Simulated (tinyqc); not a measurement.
Worked calculation: exchange-only LDA atom on a uniform radial grid, spin-unpolarised, for Be+. Computed by tinyqc, a small Python program that keeps every step. Settings: Z = 4, points = 192, R = 12.1, functional = Slater exchange alone, mixing = 0.2, iteration cap = 59. Command: `OMP_NUM_THREADS=1 python tinyqc.py 29691 29692 out.jsonl` (the two numbers bound the seeds that draw the settings). One thread of a shared host (Intel(R) Xeon(R) Processor @ 2.60GHz), about 0.6 s of CPU time with the checks.

Spherical atom on a uniform radial grid r_j = j h with h = R/(N + 1), h sum u^2 = 1 and integrals as h times sums, u(0) = u(R) = 0 (atomic units):
```
parameter            value
Z                        4
points N               192
R                12.100000
h                 0.062694
mixing            0.200000
electrons in 1s          2
electrons in 2s          1
```

Three-point differences turn -u''/2 + [l(l+1)/2r^2 - Z/r + V] u = e u into a tridiagonal matrix (diagonal 1/h^2 + potential, off-diagonal -1/2h^2). D = sum f u^2; the Hartree potential y/r solves y'' = -D/r with y(0) = 0, y(R) = N_e; v_xc comes from rho = D/(4 pi r^2); E = sum f e - int D V + int D (V_H/2 + eps_xc); V(new) = V + mixing (V_H + v_xc - V).

Stop when input and output potentials agree to 1e-7.

Course of the cycle (hartree):
```
iteration            E     e(1s)     e(2s)  largest |V(out) - V(in)|
1          -13.2435981  -7.87803  -1.99220                  5.85e+00
2          -13.3998836  -7.00843  -1.62127                  4.50e+00
3          -13.5020841  -6.33838  -1.34348                  3.45e+00
4          -13.5679794  -5.82239  -1.13455                  2.64e+00
5          -13.6099402  -5.42527  -0.97671                  2.01e+00
6          -13.6363719  -5.11983  -0.85695                  1.53e+00
7          -13.6528676  -4.88504  -0.76573                  1.16e+00
8          -13.6630821  -4.70468  -0.69598                  8.84e-01
9          -13.6693660  -4.56620  -0.64248                  6.70e-01
10         -13.6732116  -4.45995  -0.60133                  5.09e-01
11         -13.6755551  -4.37847  -0.56959                  3.87e-01
...                ...       ...       ...                       ...
49         -13.6791603  -4.11263  -0.45998                  1.68e-05
50         -13.6791603  -4.11262  -0.45998                  1.32e-05
51         -13.6791603  -4.11262  -0.45998                  1.04e-05
52         -13.6791603  -4.11262  -0.45998                  8.13e-06
53         -13.6791603  -4.11262  -0.45998                  6.39e-06
54         -13.6791603  -4.11262  -0.45998                  5.02e-06
55         -13.6791603  -4.11262  -0.45997                  3.94e-06
56         -13.6791603  -4.11262  -0.45997                  3.09e-06
57         -13.6791603  -4.11262  -0.45997                  2.43e-06
58         -13.6791603  -4.11262  -0.45997                  1.91e-06
59         -13.6791603  -4.11262  -0.45997                  1.50e-06
```

Can the last value be used, and what does the course show?

Not by the stop rule, although the second column moves by less than 1e-07 over the last three steps; and the uniform grid itself carries an error of order h^2 at the cusp, far above the threshold. Not converged within 59 iterations: the residual falls steadily but slowly, by a factor of about 0.79 a step. Reruns (cap 100 unless said): mixing 0.3: converged in 47; mixing 0.6: converged in 19; the original settings with a cap of 400: converged in 73. Even converged, this uniform grid resolves the cusp poorly and misses the energy of the atom.
